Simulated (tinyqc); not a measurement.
## Gap and radiative efficiency from Jsc and Voc

Inverse problem. Photon flux above E from a black body at temperature T into a hemisphere: Phi(E, T) = A sum_k exp(-k E/th)[E^2 th/k + 2 E th^2/k^2 + 2 th^3/k^3], k = 1, 2, ..., with th = kB T/q in eV and A = 2 pi q^3/(h^3 c^2). A cell with a sharp absorption edge has Jsc = q fs X Phi(Eg, Ts) and Voc = Vt ln(1 + Jsc/J0), J0 = q ge Phi(Eg, T)/ERE. Find Eg and ERE.

Values chosen for this exercise: cell temperature T = 300 K; temperature of the black-body sun Ts = 4500 K; share of the hemisphere filled by the sun fs = 2.16e-5; concentration X = 1; number of faces that emit ge = 1.

Constants: q = 1.602176634e-19 C, kB = 1.380649e-23 J/K, h = 6.62607015e-34 J s, c = 299792458 m/s, Vt = kB T/q. Results are converted to the units shown.

Jsc = 7.75271622 mA/cm^2
Voc = 1.37125816 V

Answer. Phi falls steadily with E, so Jsc fixes Eg; Voc gives J0, and its ratio to the radiative dark current is 1/ERE.

Eg = 1.68 eV
ERE = 1.00

Program tinyqc, `OMP_NUM_THREADS=1 python tinyqc.py 2820043 2820044 out.jsonl`; Intel Xeon 2.30GHz, shared host, one thread, about 0.01 s.
